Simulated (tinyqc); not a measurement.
Heterojunction of two tight-binding chains: sweeps and comparisons. A value that a table varies takes the place of the one given here.

Left chain: hopping -t1, sites at 2 t1 (band bottom 0). Right chain: hopping -t2, sites at dE + 2 t2 (bottom dE). t = c/(m a^2), c = hbar^2/2m0. The bond across the interface is -tc with tc = f sqrt(t1 t2), and the last left site has the extra energy U. In a chain E = bottom + 2t (1 - cos(ka)); the surface Green function of a half chain is g = -exp(ika)/t, with Im k > 0 where cos(ka) > 1.

Constants: hbar^2/2m0 = 3.80998211 eV angstrom^2.

Inputs chosen for the exercise (masses and offset of the size met at GaAs / AlGaAs; shifted at random, so the results belong to these values and not to a real crystal):
```
symbol  value  unit      meaning
a       4      angstrom  site spacing
m1      0.062  m0        mass on the left
m2      0.098  m0        mass on the right
dE      0.28   eV        band offset
f       1                factor on the interface hopping
U       -0.71  eV        extra energy on the last left site
E       0.4    eV        electron energy
```

## Transmission against energy, and which matching rule a chain obeys

Chain A is the junction as given; chain B has tc = sqrt(t1 t2) and U = 0; chain C has tc = t2 and U = t2 - t1, the finite-difference form of -d/dx (c/m) d/dx. Continuum formulas T = 4 x y/(x + y)^2 with parabolic k: x, y = k/m on each side (BenDaniel-Duke) or x, y = k (slope continuous).

T:
```
E - dE (eV)  E (eV)  chain A  chain B  chain C  k/m matched  k matched
0.002         0.282   0.2245   0.3437   0.2335       0.2354     0.3463
0.005         0.285   0.3304   0.4863   0.3424       0.3449     0.4895
0.010         0.290   0.4316   0.6104   0.4455       0.4485     0.6138
0.020         0.300   0.5474   0.7367   0.5620       0.5654     0.7400
0.050         0.330   0.7066   0.8799   0.7186       0.7221     0.8825
0.100         0.380   0.8134   0.9519   0.8201       0.8232     0.9534
0.200         0.480   0.8945   0.9886   0.8939       0.8966     0.9892
0.400         0.680   0.9468   0.9996   0.9389       0.9413     0.9997
```

What does this show, and why?

Chain C follows the k/m rule within 0.0034 and chain B the plain k rule within 0.0034, while the two rules differ by up to 0.1746: in B the self-energy of the right side is -t1 exp(i k2 a), so only k2 enters, and in C it is -t2 exp(i k2 a), which carries 1/m2. Chain A, with f = 1 and U = -0.71 eV, has an interface term of its own and lies up to 0.1893 from B and 0.0146 from C.

## When the interface binds a state

A state below both bands solves E - 2 t1 - U - S1(E) - S2(E) = 0 for E < 0, with S1 = -t1 z1, S2 = -(tc^2/t2) z2 and |z| < 1 the decaying root of z + 1/z = 2 - (E - bottom)/t. Decay lengths -a/ln|z|. The threshold is the U that solves the equation at E = 0. A dash: no bound state.

Interface state:
```
U (eV)   E (eV)  decay left (angstrom)  decay right (angstrom)
-0.33         -                      -                       -
-0.66         -                      -                       -
-0.99         -                      -                       -
-1.21   -0.0028                  149.2                    11.8
-1.43   -0.0211                   54.0                    11.4
-1.76   -0.0697                   29.7                    10.6
-2.20   -0.1621                   19.5                     9.4
-3.30   -0.4988                   11.2                     7.2
```

threshold U = -1.1011 eV

What can be read from the table?

The step pushes the state out, so an attraction must exceed 1.1011 eV to bind; 5 of the 8 rows are bound. At U = -3.3 eV the state decays over 11.2 angstrom to the left and 7.2 to the right, where the band lies higher.

## What each parameter does

T = 4 Im(S1) Im(S2) |G|^2 with G = 1/(E - 2 t1 - U - S1 - S2), S1 = -t1 exp(i k1 a), S2 = -(tc^2/t2) exp(i k2 a). Each row changes one parameter from the base and keeps the others.

Results:
```
case                   T    k1 a    k2 a
base              0.8375  0.3241  0.2227
m1 = 0.0744 m0    0.7863  0.3554  0.2227
m2 = 0.1176 m0    0.8630  0.3241  0.2440
dE = 0.23 eV      0.8837  0.3241  0.2653
f = 0.9           0.9185  0.3241  0.2227
U = -0.51 eV      0.8888  0.3241  0.2227
a = 3.2 angstrom  0.8802  0.2589  0.1780
```

How do the results move?

The largest shifts from the base row, up to three for each result and ties (the steps differ in size, so this ranks the rows, not the parameters). T: f +0.0810, U +0.0513, m1 -0.0513. k1 a: a -0.0652, m1 +0.0313; unchanged at the printed digits by m2, dE, f and U. k2 a: a -0.0447, dE +0.0426, m2 +0.0214; unchanged at the printed digits by m1, f and U.

(tinyqc, `OMP_NUM_THREADS=1 python tinyqc.py 1452289 1452290 out.jsonl`, Intel(R) Xeon(R) Processor @ 2.30GHz, 1 thread, shared host, about 0.01 s.)
